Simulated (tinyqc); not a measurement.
Inside a calculation. Method: Hubbard chain of 2 sites. One step of it, computed by the program tinyqc.

Problem. The many-body Hamiltonian. Basis: all placements (u, d, 2, 0 on each site), up operators ordered before down ones; hops carry the sign of the same-spin electrons passed.

one-body matrix (hopping and site energies) (eV):
```
           1          2
1   0.000000  -1.010000
2  -1.010000   0.000000
```

U = 9.400000 eV

electrons, up and down: 1  1

Give: H.

Solution.

H (eV):
```
        20      ud      du      02
20   9.400  -1.010  -1.010   0.000
ud  -1.010   0.000   0.000  -1.010
du  -1.010   0.000   0.000  -1.010
02   0.000  -1.010  -1.010   9.400
```
